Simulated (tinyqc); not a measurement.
Delay unit and parasitic delay from two ring oscillators.

Question. A ring of 51 inverters oscillates at 1/(2 x 51 d), with stage delay d = tau (h + p) for fan-out h. Find tau, p and the delay at fan-out 4.

frequencies of 51-stage ring oscillators with fan-out 2 and 6 (GHz): 0.40166837  0.18425653

Solution. d is a straight line in h with slope tau and intercept tau p.

tau = 7.20 ps
p = 1.39
delay at fan-out 4 = 38.8 ps

Computed by the program tinyqc: `OMP_NUM_THREADS=1 python tinyqc.py 2082134 2082135 out.jsonl`, one thread of a shared Intel Xeon 2.30GHz, about 0.01 s for the whole run.
